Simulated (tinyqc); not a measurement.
# MOSFET in saturation, small-signal circuit and noise: several studies

Bias by the inversion coefficient IC = I/Ispec (charge-based model with velocity saturation; weak inversion below 0.1, strong above 10). Common-source circuit: gm, gds, Cgs, Cgd and Cj at the inner nodes, Rg in series with the gate; quasi-static, no source or drain resistance, no gate-body capacitance, no substrate network, no induced gate noise, so fmax is an upper estimate.

Parameters, values chosen for the exercise:
- T = 350 K (temperature)
- L = 180 nm (gate length)
- W = 20 um (total gate width)
- Cox = 2.03 uF/cm^2 (gate capacitance)
- mu = 290 cm^2/(V s) (mobility)
- n = 1.17 (slope factor)
- Ls = 25 nm (velocity-saturation length)
- sg = 0.026 (ratio gds/gm)
- Cov = 0.4 fF/um (overlap and fringe capacitance per side)
- Cj = 0.55 fF/um (drain junction capacitance)
- Rsh = 10 ohm (sheet resistance of the gate)
- Wf = 0.5 um (finger width)
- Rc = 100 ohm um (gate contact and vertical resistance)
- IC = 0.23 (inversion coefficient)
- gw = 0.11 (short-channel excess of the noise factor)
- Nt = 8.9e16 cm^-3 eV^-1 (oxide trap density)
- lt = 0.1 nm (tunnelling length into the oxide)
- ac = 3000 V s/C (Coulomb scattering coefficient)

Constants: q = 1.602176634e-19 C, kB = 1.380649e-23 J/K, Vt = kB T/q. Results are converted to the units shown.

Each table varies one quantity; the others keep the values above.

## Effect of the total gate width on speed and noise

Ispec = 2 n mu Cox (W/L) Vt^2, lc = Ls/L, gms = [sqrt((lc IC + 1)^2 + 4 IC) - 1]/[2 + lc (lc IC + 1)], gm = gms Ispec/(n Vt), gds = sg gm. qs = [sqrt(1 + 4 IC) - 1]/2, Cgs = Cox W L qs (2 qs + 3)/(3 (qs + 1)^2) + Cov W, Cgd = Cov W, Cd = Cj W, Rg = Rsh (Wf/L)/(12 Nf) + Rc/W with Nf = W/Wf fingers (not rounded) contacted at both ends. fT = gm/(2 pi (Cgs + Cgd)), fmax = fT/(2 sqrt(Rg (gds + 2 pi fT Cgd))). Channel noise Sid = 4 kB T gam n gm with gam = (1/2 + (2/3) qs)/(1 + qs) + gw lc IC, qs = [sqrt(1 + 4 IC) - 1]/2, lc = Ls/L (the last term an empirical rise with velocity saturation); at the gate, white noise Sw = Sid/gm^2 + 4 kB T Rg. Number fluctuation with correlated mobility: S(f) = K/f, K = q^2 Vt lt Nt/(W L Cox^2) (1 + ac mu Cox I/gm)^2, Vt in eV with Nt per eV. Corner fc = K/Sw. IC is held fixed.

The same in every row: fT (GHz) = 4.4080; fmax (GHz) = 63.109; fc (MHz) = 0.33481.

Results:
```
W (um),I (uA),Rg (ohm),sqrt(Sw) (nV/Hz^0.5)
2,3.2024,50.579,12.663
4.3,6.8852,23.525,8.6362
9.3,14.891,10.877,5.8724
43,68.852,2.3525,2.7310
93,148.91,1.0877,1.8570
200,320.24,0.50579,1.2663
```

Estimate the missing row, W = 20 um.

Computed row:
```
W (um),I (uA),Rg (ohm),sqrt(Sw) (nV/Hz^0.5)
20,32.024,5.0579,4.0044
```

With this row back in the table: As W goes from 2 to 200 um, fT stays at 4.41 GHz, fmax stays at 63.1 GHz, the white noise falls from 12.7 to 1.27 nV/Hz^0.5 and the corner stays at 0.335 MHz. Current, gm and capacitances scale with W and Rg with 1/W, so the frequencies stay while both noise powers fall as 1/W. In every row fmax exceeds 4 fT, where channel resistance and substrate losses, left out here, would cap it.

## Effect of the finger width on speed and noise

Same model as above.

Corner fc = K/Sw. IC is held fixed.

The same in every row: I (uA) = 32.024; fT (GHz) = 4.4080.

Effect of the finger width on speed and noise:
```
Wf (um),Rg (ohm),fmax (GHz),sqrt(Sw) (nV/Hz^0.5),fc (MHz)
0.25,5.0145,63.381,4.0043,0.33483
0.5,5.0579,63.109,4.0044,0.33481
1,5.2315,62.053,4.0049,0.33474
2,5.9259,58.304,4.0065,0.33446
4,8.7037,48.109,4.0132,0.33335
8,19.815,31.885,4.0399,0.32896
```

As Wf goes from 0.25 to 8 um, fT stays at 4.41 GHz, fmax falls from 63.4 to 31.9 GHz, the white noise rises from 4.00 to 4.04 nV/Hz^0.5 and the corner falls from 0.335 to 0.329 MHz. The finger width leaves fT alone and acts through Rg, whose sheet part goes as Wf^2. In every row fmax exceeds 4 fT, where channel resistance and substrate losses, left out here, would cap it.

## Effect of the overlap and fringe capacitance per side on speed and noise

Same model as above.

Corner fc = K/Sw. IC is held fixed.

The same in every row: I (uA) = 32.02; Rg (ohm) = 5.058; sqrt(Sw) (nV/Hz^0.5) = 4.004; fc (MHz) = 0.3348.

Results:
```
Cov (fF/um),fT (GHz),fmax (GHz)
0.05,9.091,230.8
0.15,6.974,126.2
0.25,5.657,89.54
0.35,4.758,69.93
0.55,3.611,48.93
0.65,3.222,42.60
```

Estimate the missing row, Cov = 0.45 fF/um.

Computed row:
```
Cov (fF/um),fT (GHz),fmax (GHz)
0.45,4.106,57.53
```

With this row back in the table: As Cov goes from 0.05 to 0.65 fF/um, fT falls from 9.09 to 3.22 GHz, fmax falls from 231 to 42.6 GHz, the white noise stays at 4.00 nV/Hz^0.5 and the corner stays at 0.335 MHz. In every row fmax exceeds 4 fT, where channel resistance and substrate losses, left out here, would cap it.

## Effect of the gate length on speed and noise

Same model as above.

Corner fc = K/Sw. IC is held fixed, and so is sg.

Effect of the gate length on speed and noise:
```
L (nm),I (uA),Rg (ohm),fT (GHz),fmax (GHz),sqrt(Sw) (nV/Hz^0.5),fc (MHz)
20,288.22,5.5208,54.991,216.59,1.4924,22.114
32,180.14,5.3255,34.981,175.68,1.7973,9.4419
50,115.29,5.2083,21.783,139.95,2.1835,4.0747
79,72.966,5.1319,12.845,107.97,2.6962,1.6866
130,44.341,5.0801,6.8586,78.915,3.4193,0.63623
200,28.822,5.0521,3.7982,58.507,4.2159,0.27181
320,18.014,5.0326,1.8879,40.877,5.3113,0.10698
500,11.529,5.0208,0.92320,28.164,6.6234,0.044015
```

Read the table: what changes, and by how much?

As L goes from 20 to 500 nm, fT falls from 55.0 to 0.923 GHz, fmax falls from 217 to 28.2 GHz, the white noise rises from 1.49 to 6.62 nV/Hz^0.5 and the corner falls from 22.1 to 0.0440 MHz. fT goes as L^(-0.96) between the first two rows and L^(-1.60) between the last two; with no overlap and no velocity saturation it would go as 1/L^2. For L = 32 to 500 nm fmax exceeds 4 fT, where channel resistance and substrate losses, left out here, would cap it.

Program tinyqc, `OMP_NUM_THREADS=1 python tinyqc.py 2150020 2150021 out.jsonl`; Intel Xeon 2.30GHz, shared host, one thread, about 0.01 s.
